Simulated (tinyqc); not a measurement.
Programming of a floating-gate cell by Fowler-Nordheim tunnelling: one step of the calculation.

Per tunnel area the floating gate has Ctun = 3.9 eps0/tox to the channel (0 V) and Ccg to the control gate, Ct = Ctun/(1 - ag), no other coupling. With the threshold shift U = -Q/Ccg the field is F = ag (Vg - U)/tox, and dU/dt = J/Ccg. Fowler-Nordheim: J = A F^2 exp(-B/F), A = q^2/(16 pi^2 hbar mo phi) (times 1e14 for A/cm^2 with F in V/nm, emitter mass m0), B = (4/3) sqrt(mo/C) phi^1.5, C = hbar^2/(2 m0).

Problem. Constants of the cell. A, B, Ccg = ag Ct, the starting field and current, K = A B ag/(Ccg tox), and the knee time t0 = exp(B/F(0))/K.

Inputs (values chosen for the exercise); oxide values close to those of silicon dioxide:
```
symbol,value,unit,meaning
phi,3.04,eV,tunnel barrier
mo,0.4,m0,tunnelling mass
tox,9.9,nm,tunnel oxide thickness
ag,0.64,,coupling ratio Ccg/Ct
ar,820,nm^2,tunnel area
Vt0,-2.7,V,threshold shift at the start
Vg,16.2,V,control-gate voltage
```

Constants: q = 1.602176634e-19 C, hbar = 1.054571817e-34 J s, m0 = 9.1093837015e-31 kg, eps0 = 8.8541878128e-14 F/cm where lengths are in cm, hbar^2/(2 m0) = 0.0380998212 eV nm^2. Results are converted to the units shown.

Wanted: A; B; Ccg; F(0); J(0); K; t0; electrons for 1 V of shift.

Solution.

A = 1.268e8 A cm^-2 (V/nm)^-2
B = 22.90 V/nm
Ccg = 0.6201 uF/cm^2
F(0) = 1.222 V/nm
J(0) = 1.373 A/cm^2
K = 3.026e14 1/s
t0 = 0.4556 us
electrons for 1 V of shift = 31.74

Range of the model: Programming fields of 10 MV/cm and more wear the oxide; trapping and the channel potential are ignored.

Computed by the program tinyqc: `OMP_NUM_THREADS=1 python tinyqc.py 2130011 2130012 out.jsonl`, one thread of a shared Intel Xeon 2.30GHz, about 0.01 s for the whole run.
